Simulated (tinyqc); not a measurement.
Resistance of a source-drain extension with a graded tip: one step of the calculation.

y runs along the channel, the gate covers y > 0. The doping is N0 for y < y0 and N0 10^(-(y - y0)/la) beyond, uniform over the depth xj. Sheet conductance s(y) = q mu(N) max(N - Nch, 0) xj + (for y > 0) ma Cox Vo, with mu(N) = u0 + (u1 - u0)/(1 + (N/Nr)^au) and Cox = eps0 eox/tox. Current is taken as one-dimensional; depletion of the tip, spreading and the contact are left out. The metallurgical junction lies at yj, where N = Nch.

Task. Resistance of the overlapped part. Midpoint rule on 9 equal steps from 0 to yj: R_ov = sum h/s(y), per width.

Inputs (values chosen for the exercise); mobility law close to that of electrons in silicon: relative permittivity of the gate insulator (close to silicon dioxide) eox = 3.9; insulator thickness tox = 1.4 nm; active doping of the extension far from the gate N0 = 1.2e20 cm^-3; lateral abruptness la = 4.7 nm/decade; position under the gate where the fall begins (gate edge at 0) y0 = 0.4 nm; depth of the extension xj = 13 nm; channel doping Nch = 5.4e17 cm^-3; gate overdrive Vo = 0.79 V; mobility of the gate-induced layer ma = 240 cm^2/(V s); mobility at low doping u1 = 1414 cm^2/(V s); mobility at high doping u0 = 68.5 cm^2/(V s); reference doping Nr = 9.2e16 cm^-3; exponent au = 0.711.

Constants: q = 1.602176634e-19 C, eps0 = 8.8541878128e-14 F/cm where lengths are in cm. Results are converted to the units shown.

Wanted: y; N; doped conductance; sheet resistance; R_ov.

Result.

```
point  y (nm)  N (cm^-3)  doped conductance (uS)  sheet resistance (ohm/square)
0      0.6350   1.070e20                    1714                          458.3
1       1.905   5.741e19                   973.8                          693.8
2       3.175   3.081e19                   565.7                          967.7
3       4.445   1.654e19                   337.4                           1242
4       5.715   8.879e18                   206.3                           1484
5       6.985   4.766e18                   127.8                           1680
6       8.255   2.558e18                   77.40                           1835
7       9.525   1.373e18                   41.69                           1963
8       10.79   7.371e17                   13.06                           2080
```

R_ov = 15.75 ohm um

Program tinyqc, `OMP_NUM_THREADS=1 python tinyqc.py 2282113 2282114 out.jsonl`; Intel Xeon 2.30GHz, shared host, one thread, about 0.03 s.
